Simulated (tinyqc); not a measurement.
# Donor binding, ionisation and the Mott limit, step by step

tinyqc, about 0.01 s, one thread, Intel Xeon 2.30GHz (shared host): `OMP_NUM_THREADS=1 python tinyqc.py 2330147 2330148 out.jsonl` Printed values are rounded.

Hydrogenic donor: Ry = (m0 q^3/(8 eps0^2 h^2)) me/eps_r^2 in eV, E0 = cc Ry, radius a = q/(8 pi eps0 eps_r E0), Mott density Nm = (0.26/a)^3. Below Nm the level sinks as Ed = E0 [1 - (N/Nm)^(1/3)]. Neutrality: Nc F12(eta) = N/(1 + 2 exp(eta + Ed/kB T)), F12(x) = (2/sqrt(pi)) int_0^infinity sqrt(u)/(1 + exp(u - x)) du.

Parameters, values chosen for the exercise; band and dielectric values close to those of gallium nitride:
```
symbol    value   unit                                                  meaning
T            77      K                                              temperature
eps_r      9.41                                           relative permittivity
me        0.196     m0  mass in the hydrogenic formula, set independently of Nc
Nc      2.99e17  cm^-3                conduction-band density of states at 77 K
cc          1.3          ratio of the true binding energy to the hydrogenic one
N          2e17  cm^-3                                            donor density
```

Constants: q = 1.602176634e-19 C, kB = 1.380649e-23 J/K, eps0 = 8.8541878128e-12 F/m, h = 6.62607015e-34 J s, m0 = 9.1093837015e-31 kg, Vt = kB T/q. Results are converted to the units shown.

Range of the model: A sharp level with degeneracy 2 overstates freeze-out near Nm, where the impurity band broadens and merges with the conduction band.

## Binding energy, radius and Mott density

The mean spacing of the donors is N^(-1/3).

Ry = 30.1160 meV
E0 = 39.1508 meV
a = 1.95430 nm
Nm = 2.35476e18 cm^-3
spacing over a = 8.74981
Ed = 21.9413 meV

## Ionisation

Solve the neutrality equation for eta. Boltzmann form: with k = (Nc/2) exp(-Ed/kB T) the ionised share is [-k + sqrt(k^2 + 4 k N)]/(2 N).

eta = -2.26450
ionised share = 14.9901 %
n = 2.99803e16 cm^-3
ionised share, Boltzmann form = 15.2358 %

With the level held at E0 the share would be 4.40 %.
